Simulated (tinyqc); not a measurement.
Voltage drop against the pad pitch.

A grid of 25 by 25 nodes with segments Rx (rows) and Ry (columns); every node draws I1 and the central node kh I1; pads with resistance Rp sit at the nodes whose row and column are multiples of the pitch, counting from 0. The drops u = Vdd - V follow from G u = i, with G the conductance matrix and i the load currents, solved directly.

Parameters, values chosen for the exercise:
```
symbol  value  unit                                   meaning
Vdd       0.8     V                            supply voltage
Rx       0.14   ohm        resistance of a horizontal segment
Ry       0.31   ohm          resistance of a vertical segment
Rp       0.27   ohm  resistance from a pad node to the supply
kh          8              factor on the load at the hot node
I1       0.36    mA  load current of a node in the large grid
```

Voltage drop against the pad pitch:
columns A: pitch (nodes); B: pads; C: worst drop (mV); D: mean drop (mV); E: largest drop at a pad (mV); F: largest pad current (mA); G: worst drop over Vdd (%)
```
A     B       C        D       E       F        G
1   625  0.2398  0.09829  0.2398  0.8881  0.02997
2   169  0.5647   0.4136  0.5647   2.092  0.07059
3    81   1.120   0.9189   1.047   3.878   0.1400
4    49   1.895    1.594   1.662   6.154   0.2369
6    25   3.896    3.374   3.181   11.78   0.4870
8    16   6.744    5.636   4.677   17.32   0.8430
12    9   12.10    11.12   9.099   33.70    1.513
24    4   35.91    32.54   15.36   56.88    4.489
```

What does the comparison show?

The worst drop goes from 0.240 to 35.9 mV while the number of pads falls from 625 to 4; between the last two rows it goes as pitch^(1.57). The largest drop at a pad is 100 % of the worst drop in the first row and 42.8 % in the last; the rest falls along the wires.

Program tinyqc, `OMP_NUM_THREADS=1 python tinyqc.py 2770111 2770112 out.jsonl`; Intel Xeon 2.30GHz, shared host, one thread, about 0.3 s.
